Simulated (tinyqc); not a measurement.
Inside a calculation: tunnelling through a thin dielectric with one trap, as a tight-binding chain. Values are carried at full precision from step to step, so a last printed digit may differ when a step is redone from the rounded ones.

Hopping -t everywhere, t = c/(m a^2), c = hbar^2/2m0; lead sites at 2t (band bottom 0), barrier sites 1 to N at 2t + phi, and site j has U besides. No voltage. Leads give S = -t exp(ika) on sites 1 and N, cos(ka) = 1 - E/(2t). T = (2 t sin(ka))^2 |G_1N|^2, G = (E - H - S)^-1. In the barrier cosh(q a) = 1 + (phi - E)/(2t).

Constants: hbar^2/2m0 = 3.80998211 eV angstrom^2; hbar = 6.58211957e-16 eV s.

Values chosen for the exercise (barrier and mass of the size used for Al2O3 on silicon; not measured data):
- a = 3 angstrom (site spacing)
- m = 0.3 m0 (mass, the same in leads and barrier)
- phi = 2.04 eV (conduction edge of the barrier above that of the leads)
- U = -2.49 eV (extra energy on the trap site)
- E = 0.68 eV (electron energy)
- N = 9 (barrier sites)
- j = 4 (site of the trap)

## Scales

Form t, ka, q a, and the level of the trap in an endless barrier, Eb = phi + 2t - sqrt(4 t^2 + U^2).

t = 1.4111 eV
ka = 0.70894 rad
q a = 0.94605
Eb = 1.0986 eV

## The matrix E - H - S

Fill it in.

E - H - S (eV):
```
                 1        2        3        4        5        6
1  -3.1111+0.9187i   1.4111   0.0000   0.0000   0.0000   0.0000
2           1.4111  -4.1822   1.4111   0.0000   0.0000   0.0000
3           0.0000   1.4111  -4.1822   1.4111   0.0000   0.0000
4           0.0000   0.0000   1.4111  -1.6922   1.4111   0.0000
5           0.0000   0.0000   0.0000   1.4111  -4.1822   1.4111
6           0.0000   0.0000   0.0000   0.0000   1.4111  -4.1822
7           0.0000   0.0000   0.0000   0.0000   0.0000   1.4111
8           0.0000   0.0000   0.0000   0.0000   0.0000   0.0000
9           0.0000   0.0000   0.0000   0.0000   0.0000   0.0000

         7        8                9
1   0.0000   0.0000           0.0000
2   0.0000   0.0000           0.0000
3   0.0000   0.0000           0.0000
4   0.0000   0.0000           0.0000
5   0.0000   0.0000           0.0000
6   1.4111   0.0000           0.0000
7  -4.1822   1.4111           0.0000
8   1.4111  -4.1822           1.4111
9   0.0000   1.4111  -3.1111+0.9187i
```

## Transmission

Invert the matrix; T = (2 t sin(ka))^2 |G_1N|^2.

first row of G (1/eV): -0.3503-0.1277i  -0.1468-0.05353i  -0.08483-0.03094i  -0.1046-0.03816i  -0.04062-0.01482i  -0.01577-0.005774i  -0.006113-0.002290i  -0.002352-0.001013i  -0.0008563-0.0007123i

T = 4.188e-06

Without the trap T is 1.56e-07: the trap changes it by a factor 26.8 at this energy.

## The resonance

Resonance: the lowest eigenvalue of H + S(E), iterated until its real part equals E (40 rounds from Eb = phi + 2t - sqrt(4t^2 + U^2), the level in an endless barrier). With v the normalised squared amplitudes of that state, Gamma_L = 2 t sin(ka) v_1, Gamma_R = 2 t sin(ka) v_N; Breit-Wigner T = Gamma_L Gamma_R/((E - Er)^2 + (Gamma_L + Gamma_R)^2/4).

Find Er, the two widths, the peak height 4 Gamma_L Gamma_R/(Gamma_L + Gamma_R)^2 and the escape time hbar/(Gamma_L + Gamma_R).

Er = 1.1002 eV

widths (meV): left 12.27, right 0.5095

peak height = 0.1531
escape time = 51.5 fs

squared amplitudes: 0.0055  0.0266  0.1344  0.6637  0.1353  0.0276  0.0056  0.0011  0.0002

The nearby leads move the level 1.6 meV above its value in an endless barrier. The trap is closer to the left lead, which takes 96.0 % of the escapes.

## Checks

- T at Er from the chain against the Breit-Wigner peak: both 0.153.
- T without trap against the closed form for a lattice barrier: both 1.561e-07.

tinyqc: `OMP_NUM_THREADS=1 python tinyqc.py 1482528 1482529 out.jsonl`; about 0.06 s, one thread, shared Intel(R) Xeon(R) Processor @ 2.30GHz.
